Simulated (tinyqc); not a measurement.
# Input admittance of a MOSFET at zero drain bias: distributed channel and distributed gate: what changes with what

Source and drain grounded, strong inversion, w = 2 pi f, Cox = eps0 eox/tox. The channel is an RC line of resistance 1/(mu Cox Vo) per square fed from both ends, so one finger has the intrinsic admittance y = i w Cox L tanh(g)/g per width, g = (1/2) sqrt(i w tau), tau = L^2/(mu Vo). The vertical resistance rv/L is in series with y, the overlaps 2 i w Cov in parallel: y_t = 1/(1/y + rv/L) + 2 i w Cov. The gate strip is a line of Rsh/L per length loaded by y_t, so a finger has Y = y_t Wf tanh(k)/k, k = (Wf/sd) sqrt(y_t Rsh/L); the device has Nf Y.

Inputs (values chosen for the exercise); values of the order met in silicon radio-frequency transistors:
```
symbol,value,unit,meaning
eox,3.9,,relative permittivity of the gate insulator (close to silicon dioxide)
tox,6.8,nm,insulator thickness
L,0.46,um,channel length
Wf,3.1,um,finger width
Nf,8,,number of fingers
mu,290,cm^2/(V s),channel mobility
Vo,0.77,V,gate overdrive
Rsh,6.1,ohm/square,sheet resistance of the gate
rv,8.9,ohm um^2,vertical resistivity of the gate stack
sd,1,,number of ends at which a finger is contacted
Cov,0.21,fF/um,overlap and fringe capacitance on each side
f,38,GHz,frequency
```

Constants: eps0 = 8.8541878128e-14 F/cm where lengths are in cm. Results are converted to the units shown.

Each table varies one quantity; the others keep the values above.

## Input impedance against frequency

Low-frequency limits, with c = Cox L and ct = c + 2 Cov: R_strip = Rsh Wf/(3 sd^2 L Nf), R_ch = (c/ct)^2 L/(12 mu Cox Vo Wf Nf), R_vert = (c/ct)^2 rv/(L Wf Nf), C = ct Wf Nf. Z = 1/(Nf Y) = R + 1/(i w C), Q = |Im Z|/R, far-point signal |1/cosh k|.

The same in every row: low-frequency R (ohm) = 12.066.

Input impedance against frequency:

| f (GHz) | w tau | \|k\| | R (ohm) | C (fF) | Q | signal at the far point |
|---|---|---|---|---|---|---|
| 0.4 | 0.023816 | 0.029710 | 12.066 | 68.347 | 482.46 | 1.0000 |
| 0.9 | 0.053586 | 0.044565 | 12.066 | 68.347 | 214.43 | 1.0000 |
| 2 | 0.11908 | 0.066431 | 12.066 | 68.345 | 96.496 | 0.99998 |
| 5 | 0.29770 | 0.10502 | 12.065 | 68.334 | 38.607 | 0.99987 |
| 10 | 0.59540 | 0.14842 | 12.063 | 68.294 | 19.319 | 0.99947 |
| 20 | 1.1908 | 0.20935 | 12.052 | 68.134 | 9.6913 | 0.99791 |
| 60 | 3.5724 | 0.35331 | 11.935 | 66.501 | 3.3420 | 0.98352 |
| 100 | 5.9540 | 0.43672 | 11.713 | 63.573 | 2.1373 | 0.96321 |
| 300 | 17.862 | 0.60161 | 9.6995 | 45.133 | 1.2119 | 0.90021 |

Read the table: what changes, and by how much?

R falls from 12.1 to 9.70 ohm and C falls from 68.3 to 45.1 fF. Q goes as f^(-1.00) between the first two rows and f^(-0.52) between the last two, where w tau = 17.9 and |k| = 0.602. The low-frequency limits hold both R and C within 5 % up to f = 60 GHz among the rows.

## Effect of the channel length

Same model as above.

Result of one run:

| L (um) | w tau | \|k\| | R (ohm) | low-frequency R (ohm) | C (fF) | Q | signal at the far point |
|---|---|---|---|---|---|---|---|
| 1.6 | 27.37 | 0.1757 | 32.32 | 43.56 | 117.3 | 1.105 | 0.9898 |

What becomes of these results when the channel length L is changed from 1.6 to 3 um, all else the same?

Result of the changed run:

| L (um) | w tau | \|k\| | R (ohm) | low-frequency R (ohm) | C (fF) | Q | signal at the far point |
|---|---|---|---|---|---|---|---|
| 3 | 96.23 | 0.1261 | 32.14 | 84.57 | 110.3 | 1.181 | 0.9949 |

The whole series:

| L (um) | w tau | \|k\| | R (ohm) | low-frequency R (ohm) | C (fF) | Q | signal at the far point |
|---|---|---|---|---|---|---|---|
| 0.03 | 0.009623 | 0.5167 | 27.16 | 27.17 | 14.17 | 10.88 | 0.9937 |
| 0.058 | 0.03597 | 0.4152 | 14.92 | 14.93 | 17.71 | 15.85 | 0.9970 |
| 0.11 | 0.1294 | 0.3528 | 9.286 | 9.288 | 24.26 | 18.59 | 0.9979 |
| 0.22 | 0.5175 | 0.3125 | 7.883 | 7.887 | 38.08 | 13.95 | 0.9973 |
| 0.42 | 1.886 | 0.2891 | 11.12 | 11.16 | 62.80 | 5.995 | 0.9937 |
| 0.8 | 6.843 | 0.2559 | 20.19 | 20.83 | 102.5 | 2.023 | 0.9859 |
| 1.6 | 27.37 | 0.1757 | 32.32 | 43.56 | 117.3 | 1.105 | 0.9898 |
| 3 | 96.23 | 0.1261 | 32.14 | 84.57 | 110.3 | 1.181 | 0.9949 |

As L goes from 0.03 to 3, R moves up and down between 7.88 and 32.3 ohm, C goes from 14.2 through a maximum of 117 (at L = 1.6 among the rows listed) to 110 fF and Q moves up and down between 1.11 and 18.6.

Program tinyqc, `OMP_NUM_THREADS=1 python tinyqc.py 2262206 2262207 out.jsonl`; Intel Xeon 2.30GHz, shared host, one thread, about 0.01 s.
